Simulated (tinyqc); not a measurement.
Starting guesses with plain Roothaan steps: SCF starting guesses in the sto-3g basis, for HeH+, spin multiplicity 1. Computed by the program tinyqc with PySCF. RHF with one setting changed at a time; a run stops when the energy changes by less than 1e-09 hartree and the error matrix is below 1e-5. Starts: the lowest orbitals of the core Hamiltonian, of the Wolfsberg-Helmholz matrix (K = 1.75), projected atomic densities, random orbitals, and the highest orbitals of the core Hamiltonian (a deliberately bad start).

Geometry (angstrom):
```
atom       x       y       z
He    0.0000  0.0000  0.0000
H     0.0000  0.0000  1.5250
```

lowest restricted solution found by these runs and by PySCF = -2.822340 hartree

Largest element of the error matrix X^T (FDS - SDF) X:
```
iteration     core  Wolfsberg-Helmholz  atomic densities   random  highest core orbitals
1          1.2e-01             1.8e-02           1.1e-01  7.3e-01                4.9e-02
2          4.5e-02             5.6e-03           6.2e-02  6.8e-02                1.4e-01
3          1.5e-02             1.7e-03           2.1e-02  1.8e-02                5.3e-02
4          4.5e-03             5.1e-04           6.4e-03  5.2e-03                1.8e-02
5          1.4e-03             1.5e-04           1.9e-03  1.5e-03                5.4e-03
6          4.0e-04             4.5e-05           5.8e-04  4.5e-04                1.6e-03
8          3.6e-05             4.0e-06           5.2e-05  4.0e-05                1.4e-04
10         3.2e-06                   -           4.6e-06  3.6e-06                1.3e-05
```

How each run ends:
```
run                    iterations  E (hartree)         state
core                           10     -2.82234  lowest found
Wolfsberg-Helmholz              8     -2.82234  lowest found
atomic densities               10     -2.82234  lowest found
random                         10     -2.82234  lowest found
highest core orbitals          11     -2.82234  lowest found
```

What does the comparison show, and why?

5 of 5 runs reach the lowest restricted solution found, in 8 to 11 iterations (fastest: Wolfsberg-Helmholz). The first errors are 1e-01, 2e-02, 1e-01, 7e-01, 5e-02.
